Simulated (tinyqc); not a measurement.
# The bottom gap that matches the currents

Problem. Photon flux above E from a black body at temperature T into a hemisphere: Phi(E, T) = A sum_k exp(-k E/th)[E^2 th/k + 2 E th^2/k^2 + 2 th^3/k^3], k = 1, 2, ..., with th = kB T/q in eV and A = 2 pi q^3/(h^3 c^2). In a two-junction cell the top cell (gap E1) absorbs every photon above E1 and the bottom cell (gap E2) every photon between E2 and E1, one electron each; the sun fills the share fs X of the hemisphere. The currents match when Phi(E2, Ts) = 2 Phi(E1, Ts). Find E2 and the matched current q fs X Phi(E1, Ts).

Values chosen for this exercise:
```
symbol    value  unit                                    meaning
Ts         5778     K          temperature of the black-body sun
fs      2.16e-5        share of the hemisphere filled by the sun
X           500                                    concentration
```

Constants: q = 1.602176634e-19 C, kB = 1.380649e-23 J/K, h = 6.62607015e-34 J s, c = 299792458 m/s. Results are converted to the units shown.

E1 = 1.4885083 eV

Answer. Phi falls steadily with energy, so the condition has one root below E1.

E2 = 0.750 eV
matched current = 1.83e4 mA/cm^2

Computed by the program tinyqc: `OMP_NUM_THREADS=1 python tinyqc.py 2820021 2820022 out.jsonl`, one thread of a shared Intel Xeon 2.30GHz, about 0.01 s for the whole run.
